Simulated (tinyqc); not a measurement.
# On-chip interconnect, size-dependent resistivity and RC delay: course in time

A rectangular line between two neighbours and two ground planes. Surface and grain-boundary scattering are added to the bulk resistivity as corrections; capacitances are parallel-plate values without fringing; inductance is ignored.

7 equal pi sections: series Rs = r Lw/7; node capacitances c Lw/7, halved at nodes 0 and 7, with Cl added to node 7; Rd feeds node 0. Elmore delay of node k: the sum, over the resistors on the path to k, of resistance times all capacitance downstream of it.

A 1 V step is applied behind Rd at t = 0. C dv/dt = -G v + b, with G the conductance matrix of the ladder (1/Rs between neighbours, 1/Rd added at node 0) and b = (1 V/Rd, 0, ...). Trapezoidal step: (C/dt + G/2) v(new) = (C/dt - G/2) v + b. The last column solves the same ladder exactly by its modes.

Values chosen for this exercise:
- Rd = 460 ohm (driver resistance)
- dt = 2.1 ps (time step)

Rs = 648.922 ohm
C, node 0 to 7 (fF): 0.252201  0.504403  0.504403  0.504403  0.504403  0.504403  0.504403  0.522201

Voltages (V):
```
t (ps)  node 0  node 3  node 7  node 7, exact
2.100    1.418  0.2730  0.0464         0.0524
4.200    0.444  0.5342  0.1988         0.2184
6.300    1.296  0.5702  0.3817         0.3768
8.400    0.610  0.6903  0.5080         0.5057
10.50    1.228  0.7419  0.6089         0.6082
12.60    0.714  0.7988  0.6928         0.6896
14.70    1.181  0.8430  0.7550         0.7540
16.80    0.786  0.8708  0.8072         0.8051
18.90    1.145  0.9038  0.8468         0.8455
21.00    0.838  0.9176  0.8790         0.8776
23.10    1.116  0.9407  0.9042         0.9030
25.20    0.876  0.9477  0.9240         0.9232
```

What does the table show?

The far end of the ladder reaches 0.5 V at 8.297 ps, 0.755 of its Elmore delay (ln 2 = 0.693 for a single pole); the slowest mode has a time constant of 9.024 ps. The largest error of the trapezoidal steps at that node is 20 mV. Node 0 swings up and down from step to step: the trapezoidal rule does not damp modes much faster than dt, so these swings are numerical.

Range of the model: The metal width is under the mean free path, where the thick-limit surface term and the simple sum of corrections lose accuracy.

Numbers from tinyqc (`OMP_NUM_THREADS=1 python tinyqc.py 2100127 2100128 out.jsonl`; about 0.01 s on one thread of a shared Intel Xeon 2.30GHz).
